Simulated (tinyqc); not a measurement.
## Phase-change memory cell, resistance drift and retention: effect of the operating temperature

The amorphous state follows Ra = R0 (t/t0)^nu exp[(q Ec/kB)(1/T - 1/(300 K))], with nu taken as independent of T. An intermediate level follows the logarithmic mixing rule ln R = (1 - fa) ln Rc + fa ln Ra with constant Rc. The time to lose the data by crystallisation is tr = tx exp[(q Ex/kB)(1/T - 1/Tx)]; 1 year = 3.15576e7 s. These are empirical laws.

T10 is the temperature at which tr is ten years.

Inputs (values chosen for the exercise); values of the order found in chalcogenide phase-change cells:
```
symbol,value,unit,meaning
R0,3.2,Mohm,resistance of the amorphous state at t0 and 300 K
t0,1,s,reference time
nu,0.086,,drift exponent
Ec,0.22,eV,activation energy of conduction
Ex,1.9,eV,activation energy of crystallisation
Tx,473,K,temperature of a bake
tx,75000,s,time to crystallise in that bake
t,86400,s,time of the read
Rc,7.5,kohm,resistance of the crystalline state
```

Constants: q = 1.602176634e-19 C, kB = 1.380649e-23 J/K. Results are converted to the units shown.

The same in every row: T10 (K) = 401.2.

Effect of the operating temperature:
```
T (K)  Ra (Mohm)  Ra/Rc  tr (years)
298        9.005   1201     1.838e9
313        5.973  796.4     5.303e7
328        4.113  548.4     2.116e6
343        2.927  390.2     1.119e5
358        2.143  285.7        7569
373        1.608  214.4       635.9
388        1.234  164.6       64.70
403       0.9663  128.8       7.805
418       0.7698  102.6       1.096
```

As T goes from 298 to 418 K, Ra falls from 9.01 to 0.770 Mohm, tr falls from 1.84e9 to 1.10 years and T10 stays at 401 K. Retention changes by 9.2 decades and the read window by 1.1, in the ratio Ex/Ec. For T = 298 to 343 K tr is an extrapolation over many decades from the bake and only says that crystallisation is no limit.

Numbers from tinyqc (`OMP_NUM_THREADS=1 python tinyqc.py 2880061 2880062 out.jsonl`; about 0.01 s on one thread of a shared Intel Xeon 2.30GHz).
